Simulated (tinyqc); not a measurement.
# Tunnelling through a gate dielectric, WKB transmission and Tsu-Esaki current: effects of single changes

Electrons leave the emitter at x = 0. Energies E (motion across the layers) are in eV from the emitter Fermi level; the collector Fermi level lies at -V and offers states at every E. No charge in the dielectric and no image force: F1 = V/t1, U = phi1 - F1 x. With C = hbar^2/(2 m0), kappa = sqrt(m (U - E)/C) where U > E and 0 elsewhere; T(E) = exp(-S), S = 2 times the integral of kappa over x.

Values chosen for this exercise; dielectric values close to those of silicon nitride: temperature T = 77 K; Fermi energy of the emitter above its band bottom Ef = 0.18 eV; emitter mass in the supply function me = 1 m0; barrier of layer 1 above the emitter Fermi level at zero bias phi1 = 2.02 eV; tunnelling mass of layer 1 m1 = 0.48 m0; thickness of layer 1 t1 = 1.7 nm; voltage across the dielectric V = 0.8 V.

Constants: q = 1.602176634e-19 C, kB = 1.380649e-23 J/K, hbar = 1.054571817e-34 J s, m0 = 9.1093837015e-31 kg, Vt = kB T/q, hbar^2/(2 m0) = 0.0380998212 eV nm^2. Results are converted to the units shown.

Each table varies one quantity; the others keep the values above.

## Effect of the thickness t1 at fixed voltage

Each layer adds (2/F) sqrt(m/C) [G(u at its left edge) - G(u at its right edge)] to S, with u = U - E (0 where negative) and G(u) = (2/3) u^1.5. J = J0 times the integral of T(E) N(E) dE, N = ln[(1 + exp(-E/Vt))/(1 + exp((-E - V)/Vt))], J0 = q^2 me m0 kB T/(2 pi^2 hbar^3) (times 1e-4 for A/cm^2 per eV), from E = -Ef to far above the barrier (T = 1 there), by quadrature converged to the digits shown.

Result of one run:
```
t1 (nm)	S at E = 0	T(E = 0)	J (A/cm^2)	mean E of the current (eV)
2.29	20.64	1.089e-9	0.1403	-0.1070
```

What becomes of these results when the thickness of layer 1 t1 is changed from 2.29 to 2.8 nm, all else the same?

Result of the changed run:
```
t1 (nm)	S at E = 0	T(E = 0)	J (A/cm^2)	mean E of the current (eV)
2.8	25.23	1.099e-11	0.001220	-0.1041
```

The whole series:
```
t1 (nm)	S at E = 0	T(E = 0)	J (A/cm^2)	mean E of the current (eV)
1	9.012	1.219e-4	2.327e4	-0.1142
1.26	11.36	1.171e-5	2060	-0.1128
1.51	13.61	1.230e-6	200.4	-0.1115
1.77	15.95	1.181e-7	17.77	-0.1100
2.03	18.29	1.134e-8	1.578	-0.1085
2.29	20.64	1.089e-9	0.1403	-0.1070
2.54	22.89	1.144e-10	0.01370	-0.1056
2.8	25.23	1.099e-11	0.001220	-0.1041
```

J falls from 23300 to 0.00122 A/cm^2: 4.05 decades a nanometre between the first two rows and 4.04 between the last two. The exponent S alone gives dS/dt/ln 10 = 3.91 and 3.91.

## Effect of the tunnelling mass m1

Same model as above.

Result of one run:
```
m1 (m0)	S at E = 0	T(E = 0)	J (A/cm^2)	mean E of the current (eV)
0.31	12.31	4.496e-6	765.6	-0.1122
```

What becomes of these results when the tunnelling mass of layer 1 m1 is changed from 0.31 to 0.12 m0, all else the same?

Result of the changed run:
```
m1 (m0)	S at E = 0	T(E = 0)	J (A/cm^2)	mean E of the current (eV)
0.12	7.660	4.711e-4	9.429e4	-0.1150
```

The whole series:
```
m1 (m0)	S at E = 0	T(E = 0)	J (A/cm^2)	mean E of the current (eV)
0.12	7.660	4.711e-4	9.429e4	-0.1150
0.15	8.565	1.908e-4	3.698e4	-0.1145
0.2	9.889	5.071e-5	9387	-0.1137
0.25	11.06	1.578e-5	2806	-0.1130
0.31	12.31	4.496e-6	765.6	-0.1122
0.4	13.99	8.434e-7	135.6	-0.1112
0.5	15.64	1.618e-7	24.61	-0.1102
0.63	17.55	2.384e-8	3.400	-0.1090
```

J falls from 94300 to 3.40 A/cm^2. S goes as m1^(0.50): kappa is proportional to the square root of the mass.

tinyqc, about 0.02 s, one thread, Intel Xeon 2.30GHz (shared host): `OMP_NUM_THREADS=1 python tinyqc.py 2540028 2540029 out.jsonl`
